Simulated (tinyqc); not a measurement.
Global model of a low-pressure process discharge: electron temperature, density, ion flux and ion energy: one step, computed by the program tinyqc. Command: `OMP_NUM_THREADS=1 python tinyqc.py 3110531 3110532 out.jsonl plasma walk`. One thread of a shared host (Intel(R) Xeon(R) Processor @ 2.30GHz), about 0.01 s of CPU time with the checks.

Maxwellian electrons with temperature T_e in eV, one positive ion, no negative ions, uniform bulk density n; rate constants have the Arrhenius form.

Task: Geometry factors. n_g = p/(k_B T_g); lambda_i = 1/(n_g sigma); h_L = 0.86/sqrt(3 + L/(2 lambda_i)), h_R = 0.8/sqrt(4 + R/lambda_i); A_eff = 2 pi R^2 h_L + 2 pi R L h_R; d_eff = pi R^2 L/A_eff.

Inputs (values chosen for the exercise, of the order of those of an inductive discharge in a simple atomic gas):

| quantity | value | unit |
|---|---|---|
| ion-neutral cross section | 1e-18 | m^2 |
| pressure p | 0.26 | Pa |
| gas temperature T_g | 400 | K |
| radius R | 21 | cm |
| height L | 10 | cm |

Constants: k_B = 1.380649e-23 J/K.

Give: gas density n_g; ion mean free path; h_L; h_R; A_eff; d_eff.

Result:

gas density n_g = 4.708e+19 1/m^3

ion mean free path = 2.124 cm

h_L = 0.3717

h_R = 0.2147

A_eff = 1313 cm^2

d_eff = 10.55 cm
